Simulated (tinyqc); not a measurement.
AlGaN/GaN HEMT with access regions, lumped model: two steps of the calculation.

A polarisation-induced electron sheet under a Schottky gate, in series with two ungated access regions and contacts. Drift law v = mu E/(1 + mu E/vs) under the gate. Currents in mA/mm, resistances in ohm mm. No self-heating, no channel-length modulation; fits for polarisation, barrier and offset are chosen for the exercise.

Parameters, values chosen for the exercise; values close to those of AlGaN/GaN structures:
- x = 0.22 (aluminium share of the barrier)
- d = 30 nm (barrier thickness)
- eps_r = 9.5 (relative permittivity of barrier and channel)
- mu = 1900 cm^2/(V s) (channel mobility)
- vs = 1.1e7 cm/s (saturation velocity)
- Lg = 0.25 um (gate length)
- Ls = 1 um (source access length)
- Ld = 1.5 um (drain access length)
- Rc = 0.5 ohm mm (resistance of each contact)
- ft = 0.39 (share of the drain-access electrons removed by traps)
- Vg = 1 V (gate voltage)
- Ec = 2.8 MV/cm (critical field)
- te = 0.46 um (depth over which the depleted charge spreads)
- tf = 300 nm (insulator under the field plate)
- ei = 3.9 (relative permittivity of that insulator)

Constants: q = 1.602176634e-19 C, eps0 = 8.8541878128e-14 F/cm where lengths are in cm. Results are converted to the units shown.

Task 1. Polarisation charge, threshold and sheet resistance. sigma = (5e13 x + 1.6e13 x^2) cm^-2, phiB = 0.84 + 1.3 x, dEc = 0.7 (1.71 x + x^2) in volts, Cb = eps0 eps_r/d, VT = phiB - dEc - q sigma/Cb, access density n0 = -Cb VT/q. Rsh = 1/(q mu n0); largest access current q n0 vs.

Give: sigma; Cb; VT; n0; Rsh; q n0 vs.

Result 1.

sigma = 1.177e13 cm^-2
Cb = 0.2804 uF/cm^2
VT = -5.899 V
n0 = 1.032e13 cm^-2
Rsh = 318.2 ohm
q n0 vs = 1820 mA/mm

Task 2. On-resistance and breakdown. Ron = 2 Rc + Ls/(q mu n0) + Ld/(q mu (1 - ft) n0) + Lg/(mu Cb (Vg - VT)). Off state: a depleted stretch that holds the voltage V has the peak field sqrt(k V), k = 2 q n0/(eps0 eps_r te), so one edge holds V1 = Ec^2/k. The sheet under the plate pinches off at Vf = q n0 (1/Cb + tf/(eps0 ei)); beyond it the gate edge is screened. BV = V1 if Vf >= V1, else Vf + V1, and at most Ec Ld. Specific resistance Ron (Ls + Lg + Ld); figure of merit BV^2 over it.

Find: Ron; Vf; V1; BV; specific resistance; figure of merit.

Result 2.

Ron = 2.1686 ohm mm
Vf = 149.60 V
V1 = 91.697 V
BV = 91.697 V
specific resistance = 0.059638 mohm cm^2
figure of merit = 140.99 MW/cm^2

The plate pinches off too late to screen the gate edge, so it adds nothing.

Program tinyqc, `OMP_NUM_THREADS=1 python tinyqc.py 2570024 2570025 out.jsonl`; Intel Xeon 2.30GHz, shared host, one thread, about 0.02 s.
